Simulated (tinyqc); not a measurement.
Hexagonal on-chip spiral inductor, lumped pi model: two steps of the calculation.

Outer diameter do = di + 2 n wd + 2 (n - 1) sp, mean da = (do + di)/2, fill p = (do - di)/(do + di), length l = 3.464 n da. L = 2.33 mu0 n^2 da/(1 + 3.82 p), mu0 = 4 pi 1e-7 H/m. Rs = rho l/(wd delta (1 - exp(-th/delta))), delta = sqrt(rho/(pi f mu0)). Cs = n wd^2 eps0 eo/hu across the coil. At each end Cox = l wd eps0 eo/(2 ho) leads to the substrate branch Rsi = 2 rs he/(l wd) in parallel with Csi = l wd eps0 11.7/(2 he). With one end grounded Y = 1/(Rs + i w L) + i w Cs + 1/[1/(i w Cox) + 1/(1/Rsi + i w Csi)], w = 2 pi f; Q = -Im Y/Re Y. Eddy currents in neighbouring turns and in the substrate are left out.

Parameters, values chosen for the exercise; values of the order met in silicon radio-frequency processes: number of turns n = 5.5; line width wd = 10 um; space between turns sp = 2 um; inner diameter di = 100 um; metal thickness th = 3.4 um; metal resistivity rho = 1.9 uohm cm; oxide below the coil ho = 6.4 um; oxide between coil and underpass hu = 1.1 um; relative permittivity of the oxide eo = 4.1; substrate resistivity rs = 100 ohm cm; effective spreading depth in the substrate he = 80 um; frequency f = 1.4 GHz.

Constants: eps0 = 8.8541878128e-12 F/m. Results are converted to the units shown.

Question 1. Geometry and model elements. do, l, L, delta, Rs, Cs, Cox, Rsi and Csi as defined.

Give: do; l; L; delta; Rs; Cs; Cox; Rsi; Csi.

Answer 1.

do = 228.00 um
l = 3124.5 um
L = 5.8319 nH
delta = 1.8541 um
Rs = 3.8109 ohm
Cs = 18.151 fF
Cox = 88.615 fF
Rsi = 5120.8 ohm
Csi = 20.230 fF

Question 2. Admittance, quality factor and apparent inductance. Series branch 1/(Rs + i w L), substrate branch, total Y, Q = -Im Y/Re Y, apparent inductance Im(1/Y)/w, metal-only value w L/Rs, share of the loss in the substrate Re(substrate branch)/Re Y.

L = 5.8318731 nH
Rs = 3.8108967 ohm
Cs = 18.151085 fF
Cox = 88.614958 fF
Rsi = 5120.7734 ohm
Csi = 20.230147 fF

Find: series branch; substrate branch; Y; Q; apparent inductance; w L/Rs; share of the loss in the substrate.

Answer 2.

series branch = 1.440-19.386i mS
substrate branch = 0.12427+0.17022i mS
Y = 1.564-19.056i mS
Q = 12.181
apparent inductance = 5.9256 nH
w L/Rs = 13.461
share of the loss in the substrate = 7.9435 %

Q is 90.5 % of the metal-only value.

tinyqc, about 0.01 s, one thread, Intel Xeon 2.30GHz (shared host): `OMP_NUM_THREADS=1 python tinyqc.py 2302148 2302149 out.jsonl`
